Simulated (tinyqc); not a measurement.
Holstein polaron on two sites: one step, computed by the program tinyqc. Command: `OMP_NUM_THREADS=1 python tinyqc.py 3030082 3030083 out.jsonl holstein walk`. One thread of a shared host (Intel(R) Xeon(R) Processor @ 2.30GHz), about 0.01 s of CPU time with the checks.

One electron on sites 1 and 2: H = -t (c1+ c2 + c2+ c1) + hbar omega sum_i b_i+ b_i - g hbar omega sum_i n_i (b_i + b_i+). The symmetric phonon shifts the energy by -g^2 hbar omega/2 and drops out; with b = (b_1 - b_2)/sqrt(2) there remains H = -t sigma_x + hbar omega b+ b - (g hbar omega/sqrt(2)) sigma_z (b + b+). Parity splits it into blocks p = +1 and -1 over phonon numbers n. Zero-point energies are left out. Weights Z refer to mode b alone; the displaced symmetric mode multiplies the full zero-phonon weight by exp(-g^2/2).

Problem. Levels in the small basis. Diagonalise H; the eigenvector has its largest component positive; Z is the weight of n = 0.

H, even block (meV):
```
          1         2         3
1  -79.1343  -35.6126    0.0000
2  -35.6126  132.6657  -50.3638
3    0.0000  -50.3638   88.4657
```

Give: levels; lowest eigenvector; Z in the small basis.

Solution.

levels (meV): -85.37  58.17  169.19

lowest eigenvector: 0.98380  0.17221  0.04989

Z in the small basis = 0.96785
